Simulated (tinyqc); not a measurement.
Changing the anneal temperature: implant damage, amorphisation by cascade overlap, and solid-phase epitaxial regrowth. Computed by tinyqc, a small Python program. Command: `OMP_NUM_THREADS=1 python tinyqc.py 3112193 3112194 out.jsonl sper sweep`. One thread of a shared host (Intel(R) Xeon(R) Processor @ 2.30GHz), about 0.01 s of CPU time with the checks.

Range and width of the damage are inputs. Dynamic annealing enters only through the surviving share f.

Inputs (values chosen for the exercise, modelled on antimony ions in silicon): atomic density N = 49.9 1/nm^3; ion Z1 = 51; ion mass M1 = 121.8 u; target Z2 = 14; target mass M2 = 28.09 u; ion energy E = 40 keV; displacement energy E_d = 14 eV; depth of the damage peak R_d = 17 nm; width of the damage profile s_d = 11 nm; share of defects that survive f = 0.71; critical displaced share x_c = 0.17; dose Q = 9.4e+14 1/cm^2; regrowth prefactor v0 = 3.6e+15 nm/s; regrowth energy E_a = 2.69 eV; rate relative to (100) = 0.33; peak enhancement by the dopant = 3.1.

Constants: a_0 = 0.529177210903 angstrom; e^2/(4 pi eps_0) = 14.39964548 eV angstrom; k_B = 8.617333262e-05 eV/K.

Method:
- Robinson partition: eps = E a M2/(Z1 Z2 (e^2/(4 pi eps_0)) (M1 + M2)), a = 0.8853 a_0/sqrt(Z1^(2/3) + Z2^(2/3)); k = 0.0793 Z1^(2/3) Z2^(1/2) (M1 + M2)^(3/2)/((Z1^(2/3) + Z2^(2/3))^(3/4) M1^(3/2) M2^(1/2)); damage energy T_d = E/(1 + k (eps + 0.40244 eps^(3/4) + 3.4008 eps^(1/6))); displacements nu = 0.8 T_d/(2 E_d).
- Displaced share x(z) = f nu Q exp(-(z - R_d)^2/(2 s_d^2))/(sqrt(2 pi) s_d N); the layer is amorphous where x > x_c, between R_d -/+ s_d sqrt(2 ln(x_max/x_c)), the upper edge being cut at the surface. Threshold dose Q_c = Q x_c/x_max.
- v = v0 x orientation factor x exp(-E_a/(k_B T)) x [1 + (enhancement - 1) exp(-(z - R_d)^2/(2 s_d^2))], T = anneal temperature + 273.15 K; the dopant is taken to follow the damage profile; the lower front moves from the lower edge z2 to the surface, or to the middle (z1 + z2)/2 of a buried layer with upper edge z1; time = int dz/v; the equivalent undoped distance is that time times the undoped velocity.

One run for each value:
```
anneal temperature (C)  undoped velocity (nm/s)  time with enhancement (s)  time without enhancement (s)
566                                   8.302e-02                  2.752e+02                     5.425e+02
596                                   2.998e-01                  7.620e+01                     1.502e+02
626                                   9.937e-01                  2.299e+01                     4.533e+01
656                                   3.048e+00                  7.494e+00                     1.477e+01
686                                   8.718e+00                  2.620e+00                     5.166e+00
716                                   2.339e+01                  9.764e-01                     1.925e+00
746                                   5.923e+01                  3.857e-01                     7.604e-01
776                                   1.422e+02                  1.606e-01                     3.167e-01
806                                   3.252e+02                  7.024e-02                     1.385e-01
836                                   7.111e+02                  3.212e-02                     6.334e-02
```

Over the rows, undoped velocity (nm/s) rises from 0.0830 to 711; time with enhancement (s) falls from 275 to 0.0321; time without enhancement (s) falls from 543 to 0.0633.
